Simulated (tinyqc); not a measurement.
Numerical transform against the formula: Lorentz oscillators and the Kramers-Kronig relations.

eps(E) = 1 + sum_j S_j/(E0_j^2 - E^2 - i G_j E).

Kramers-Kronig: eps1(E) = 1 + (2/pi) P integral_0^infinity E1 eps2(E1)/(E1^2 - E^2) dE1. Maclaurin rule on the grid E_j = j h, j = 1 .. M: eps1(E_i) = 1 + (4 h/pi) sum over j with j - i odd of E_j eps2(E_j)/(E_j^2 - E_i^2); nothing is added above E_M.

Values chosen for the exercise (line positions loosely like those of GaN; Lorentz tails absorb below the gap, where the real solid is clear; the results hold for these values, not for the real material): E0 = (4.28, 6.79, 9.12) eV (resonances); G = (1.13, 0.82, 1.85) eV (widths); S = (10.8, 73, 106.5) eV^2 (strengths); h = 0.8 eV (grid step); M = 40 (grid points E_j = j h).

Every third grid point is listed; the error is the transform minus the formula.

Dielectric function:
```
E (eV)   eps2  eps1 formula  eps1 transform   error
1.60    0.177         4.671           4.589  -0.082
4.00    2.325         5.933           5.466  -0.467
6.40    7.888         9.860           6.548  -3.312
8.80    6.359         0.660           0.665   0.005
11.20   1.113        -2.039          -1.997   0.042
13.60   0.292        -0.573          -0.510   0.063
16.00   0.128         0.010           0.021   0.011
18.40   0.070         0.308           0.336   0.028
20.80   0.043         0.484           0.489   0.005
23.20   0.029         0.599           0.614   0.015
25.60   0.020         0.679           0.680   0.002
28.00   0.015         0.736           0.744   0.008
30.40   0.011         0.779           0.777  -0.002
```

How do the results move, and what explains it?

The largest error listed is -3.312 at 6.40 eV. The rule samples every 2h = 1.6 eV and the narrowest line is 0.82 eV wide, so it is not resolved. The grid ends at 32 eV, where eps2 is still 0.009; the error at the last point listed, nearest the missing tail, is -0.002.

Run: tinyqc, `OMP_NUM_THREADS=1 python tinyqc.py 1680014 1680015 out.jsonl`; Intel(R) Xeon(R) Processor @ 2.30GHz, one thread, shared host; about 0.2 s of CPU time with all checks.
